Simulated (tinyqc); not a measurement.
Admittance spectroscopy of a deep trap: one step of the calculation.

Schottky contact on an n-type layer with shallow donors Nd (all ionised) and a donor-like deep trap, neutral when filled and positive when empty; depletion approximation. Traps within lam of the depletion edge stay filled. The traps at xt = W - lam, where the level crosses the Fermi level, follow a slow signal and not a fast one. w = 2 pi f.

Question. Admittance at the signal frequency. Emission rate en = sn vth(T) Nc(T) exp(-Et/kB T) = sn g T^2 exp(-Et/kB T), g = vth Nc/(300 K)^2, as vth goes as T^0.5 and Nc as T^1.5 (degeneracy factor 1). Inflection frequency w0 = 2 en [1 + Nt xt/(Nd W)]; C = C_HF + (C_LF - C_HF)/(1 + (w/w0)^2), G/w = (C_LF - C_HF)(w/w0)/(1 + (w/w0)^2).

Parameters, values chosen for the exercise; material values those of a made-up semiconductor: conduction-band density of states at 300 K Nc = 1.52e19 cm^-3; thermal velocity at 300 K vth = 1.8e7 cm/s; shallow donor density Nd = 7.2e14 cm^-3; depth of the trap below the conduction edge Et = 0.6 eV; capture cross-section sn = 3.7e-15 cm^2; trap density Nt = 4.3e14 cm^-3; signal frequency f = 920 Hz; temperature T = 339 K.

Constants: q = 1.602176634e-19 C, kB = 1.380649e-23 J/K. Results are converted to the units shown.

W = 1812.6178 nm
xt = 1102.9700 nm
C_HF = 5.2755318 nF/cm^2
C_LF = 6.1802499 nF/cm^2

Find: en; w0/(2 pi); C; G/w.

Answer.

en = 1554.2 1/s
w0/(2 pi) = 674.51 Hz
C = 5.5918 nF/cm^2
G/w = 0.43141 nF/cm^2

The signal lies near the inflection, where the loss is largest.

Program tinyqc, `OMP_NUM_THREADS=1 python tinyqc.py 2050158 2050159 out.jsonl`; Intel Xeon 2.30GHz, shared host, one thread, about 0.01 s.
